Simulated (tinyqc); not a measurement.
## Lossy on-chip transmission line with skin effect: line properties against frequency

A uniform line in a homogeneous dielectric: c = sqrt(er)/(c0 Z0), l = Z0 sqrt(er)/c0 (c0 = 299792458 m/s), g = w c td, w = 2 pi f. The resistance joins its limits as r = sqrt(r_dc^2 + r_hf^2), with r_dc = rho/(wd th), r_hf = kr rho/(2 delta (wd + th)), delta = sqrt(rho/(pi f mu0)), mu0 = 4 pi 1e-7 H/m; this is an interpolation, and internal inductance, up to 0.05 nH/mm at low frequency, is neglected.

gamma = sqrt((r + i w l)(g + i w c)) = alpha + i beta, Zc = sqrt((r + i w l)/(g + i w c)), roots with positive real part; loss 8.685889638 alpha in dB; phase velocity w/beta. ZL = 1/(1/RL + i w CL); reflection (ZL - Zc)/(ZL + Zc); Zin = Zc (ZL + Zc tanh(gamma len))/(Zc + ZL tanh(gamma len)); H = V_load/V_source = [Zin/(Zin + Rg)]/[cosh(gamma len) + (Zc/ZL) sinh(gamma len)].

Parameters, values chosen for the exercise:
- wd = 4.1 um (width of the strip)
- th = 1.3 um (thickness of the strip)
- rho = 2 uohm cm (resistivity)
- er = 3 (relative permittivity)
- td = 0.002 (loss tangent)
- Z0 = 60 ohm (lossless impedance sqrt(l/c))
- kr = 1.5 (factor for crowding and the return path)
- len = 1.3 mm (length)
- Rg = 25 ohm (source resistance)
- RL = 50 ohm (load resistance)
- CL = 100 fF (load capacitance)

Result of one run:
```
r (ohm/mm)  r/(w l)  loss (dB/mm)  |Zc| (ohm)  phase velocity over c0  length in wavelengths  |H| (dB)
3.813         5.835        0.1485       146.0                  0.3106               0.004188    -4.077
```

Which frequency f gave this result: 0.01, 0.09, 0.3, 0.8 or 60 GHz?

f = 0.3 GHz.

The whole series:
```
f (GHz)  r (ohm/mm)  r/(w l)  loss (dB/mm)  |Zc| (ohm)  phase velocity over c0  length in wavelengths  |H| (dB)
0.01          3.754    172.4       0.02922       787.7                 0.06207               6.986e-4    -4.069
0.03          3.758    57.52       0.05034       455.1                  0.1068               0.001218    -4.070
0.09          3.771    19.24       0.08584       263.3                  0.1816               0.002149    -4.072
0.3           3.813    5.835        0.1485       146.0                  0.3106               0.004188    -4.077
0.8           3.911    2.245        0.2157       94.06                  0.4394               0.007895    -4.090
2             4.138   0.9500        0.2753       70.47                  0.5295                0.01638    -4.112
7             4.974   0.3262        0.3577       61.54                  0.5701                0.05324    -4.123
20            6.674   0.1532        0.4880       60.35                  0.5757                 0.1506    -4.629
60            10.27  0.07858        0.7617       60.09                  0.5769                 0.4510    -7.634
```

r equals w l at 1.89 GHz: below it |Zc| and the delay grow as in an RC line, above it |Zc| tends to Z0 = 60 ohm and the velocity to 1/sqrt(er) = 0.577 c0. The loss goes as f^(0.50) between the first two rows and f^(0.41) between the last two. |H| is -4.07 dB in the first row and -7.63 dB in the last; between rows it can pass through resonances that the table doesn't show.

Numbers from tinyqc (`OMP_NUM_THREADS=1 python tinyqc.py 2810122 2810123 out.jsonl`; about 0.01 s on one thread of a shared Intel Xeon 2.30GHz).
